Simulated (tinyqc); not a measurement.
## From single traps to 1/f noise

7 half-filled traps with time constants tau_j = 2e-7 s times 10^(1 j), j = 0..6, each shift the threshold by a = 80 uV when filled and give the Lorentzian a^2 tau/(1 + (2 pi f tau)^2). For time constants spread evenly in ln tau the sum tends to a^2/(4 f ln(10^1)). slope = d ln S/d ln f.

Results:

| f (Hz) | S (uV^2/Hz) | 1/f limit (uV^2/Hz) | slope | j of the largest term |
|---|---|---|---|---|
| 0.01 | 1422.0 | 69487 | -2.8448e-4 | 6 |
| 0.1 | 1402.3 | 6948.7 | -0.027968 | 6 |
| 1 | 636.52 | 694.87 | -0.96093 | 6 |
| 30 | 21.942 | 23.162 | -0.92581 | 4 |
| 1000 | 0.72584 | 0.69487 | -1.0878 | 3 |
| 30000 | 0.021900 | 0.023162 | -0.93672 | 1 |
| 1e7 | 8.9553e-6 | 6.9487e-5 | -1.9887 | 0 |
| 1e8 | 9.0058e-8 | 6.9487e-6 | -1.9999 | 0 |

Estimate the missing row, f = 1e6 Hz.

Computed row:

| f (Hz) | S (uV^2/Hz) | 1/f limit (uV^2/Hz) | slope | j of the largest term |
|---|---|---|---|---|
| 1e6 | 5.8584e-4 | 6.9487e-4 | -1.3414 | 0 |

With this row back in the table: Below the slowest trap (1/(2 pi tau) = 0.80 Hz) the spectrum is flat, slope 0.00 in the first row; above the fastest (8.0e5 Hz) the slope tends to -2 (-2.00 in the last row). In between, at 30, 1000 and 30000 Hz, the slopes are -0.93, -1.09 and -0.94, and S is 4.5 % above the 1/f limit at 1000 Hz.

Numbers from tinyqc (`OMP_NUM_THREADS=1 python tinyqc.py 2150053 2150054 out.jsonl`; about 0.01 s on one thread of a shared Intel Xeon 2.30GHz).
